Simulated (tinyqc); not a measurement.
Inside a calculation. Method: Pariser-Parr-Pople SCF with singles CI, for the molecule c1ccc2ccccc2c1 (SMILES; centres numbered as the heavy atoms are written). One step of it, computed by the program tinyqc.

Task: Iteration 1: orbitals and new P. Diagonalise F (the basis is taken as orthonormal) and form P = 2 sum c c over the lowest orbitals; 0.5 of the old P is kept.

F (eV), lower triangle:
```
            1C         2C         3C         4C         5C         6C         7C         8C
1C   -5.595000
2C   -4.112121  -5.595000
3C    0.000000  -4.436240  -5.595000
4C    0.423636   0.000000  -3.982793  -5.595000
5C    0.000000   0.244719   0.000000  -3.982793  -5.595000
6C   -0.177052   0.000000   0.244719   0.000000  -4.436240  -5.595000
7C    0.000000  -0.177052   0.000000   0.423636   0.000000  -4.112121  -5.595000
8C    0.244719   0.000000  -0.122366   0.000000   0.637155   0.000000  -4.436240  -5.595000
9C    0.000000   0.423636   0.000000  -3.885118   0.000000   0.423636   0.000000  -3.982793
10C  -4.436240   0.000000   0.637155   0.000000  -0.122366   0.000000   0.244719   0.000000

            9C        10C
9C   -5.595000
10C  -3.982793  -5.595000
```

pi electrons, sum of z_r less the charge = 10

P at the start, lower triangle:
```
            1C         2C         3C         4C         5C         6C         7C        8C
1C    1.000000
2C    0.603165   1.000000
3C    0.000000   0.724564   1.000000
4C   -0.240883   0.000000   0.554700   1.000000
5C    0.000000  -0.169863   0.000000   0.554700   1.000000
6C    0.155952   0.000000  -0.169863   0.000000   0.724564   1.000000
7C    0.000000   0.155952   0.000000  -0.240883   0.000000   0.603165   1.000000
8C   -0.169863   0.000000   0.084932   0.000000  -0.362282   0.000000   0.724564  1.000000
9C    0.000000  -0.240883   0.000000   0.518233   0.000000  -0.240883   0.000000  0.554700
10C   0.724564   0.000000  -0.362282   0.000000   0.084932   0.000000  -0.169863  0.000000

           9C       10C
9C   1.000000
10C  0.554700  1.000000
```

Give: orbital energies; P after iteration 1.

Result:

orbital energies (eV): -14.361  -12.419  -11.421  -10.314  -9.244  -1.946  -0.876  0.231  1.229  3.171

P after iteration 1, lower triangle:
```
         1C      2C      3C      4C      5C      6C      7C     8C
1C    1.000
2C    0.599   1.000
3C    0.000   0.729   1.000
4C   -0.244   0.000   0.551   1.000
5C    0.000  -0.165   0.000   0.551   1.000
6C    0.151   0.000  -0.165   0.000   0.729   1.000
7C    0.000   0.151   0.000  -0.244   0.000   0.599   1.000
8C   -0.165   0.000   0.087   0.000  -0.361   0.000   0.729  1.000
9C    0.000  -0.244   0.000   0.524   0.000  -0.244   0.000  0.551
10C   0.729   0.000  -0.361   0.000   0.087   0.000  -0.165  0.000

        9C    10C
9C   1.000
10C  0.551  1.000
```
